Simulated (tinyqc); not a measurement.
Trap in a gate oxide as a short-range spherical well: one step. Peak of the photo-ionisation cross-section. Four cases, with inputs chosen for the exercise.

Task: The maximum lies at x = 2. Give the photon energy, its wavelength and sigma there.

Lucovsky model (delta well, plane-wave final states, no local-field factor): sigma = (32 pi alpha c/(3 n_r m Et)) (x - 1)^(3/2)/x^3, x = h nu/Et, c = hbar^2/2m0; 1 angstrom^2 = 1e-16 cm^2.

Constants: hbar^2/2m0 = 3.80998211 eV angstrom^2; fine-structure constant alpha = 0.007297352564; hc = 1239.841984 eV nm.

Case 1.

Values chosen (out of a larger set: near those of HfO2 on Si; not measured data): m = 0.207 m0 (mass); n_r = 1.91 (refractive index).

Et = 1.428862 eV

Case 2.

Values chosen (out of a larger set: near those of SiO2 on Si; not measured data): m = 0.461 m0 (mass); n_r = 1.44 (refractive index).

Et = 2.818062 eV

Case 3.

Values chosen (out of a larger set: near those of HfO2 on Si; not measured data): m = 0.198 m0 (mass); n_r = 1.89 (refractive index).

Et = 0.928792 eV

Case 4.

Values chosen (out of a larger set: near those of SiO2 on Si; not measured data): m = 0.469 m0 (mass); n_r = 1.49 (refractive index).

Et = 2.485883 eV

Give: h nu; wavelength; sigma.

Result:

Case 1.

h nu = 2.858 eV
wavelength = 434 nm
sigma = 20.6 x 1e-18 cm^2

With 40 % of the state outside the well the delta-well form is only a rough model of this centre.

Case 2.

h nu = 5.636 eV
wavelength = 220 nm
sigma = 6.23 x 1e-18 cm^2

With 23 % of the state outside the well the delta-well form is only a rough model of this centre.

Case 3.

h nu = 1.858 eV
wavelength = 667 nm
sigma = 33.5 x 1e-18 cm^2

With 54 % of the state outside the well the delta-well form is only a rough model of this centre.

Case 4.

h nu = 4.972 eV
wavelength = 249 nm
sigma = 6.70 x 1e-18 cm^2

With 15 % of the state outside the well the delta-well form is only a rough model of this centre.

Computed by tinyqc, one run a case: `OMP_NUM_THREADS=1 python tinyqc.py N N+1 out.jsonl` with N = 1251683, 1251997, 1252259, 1252267; one thread of a shared Intel(R) Xeon(R) Processor @ 2.30GHz, about 0.01 s a run at most.
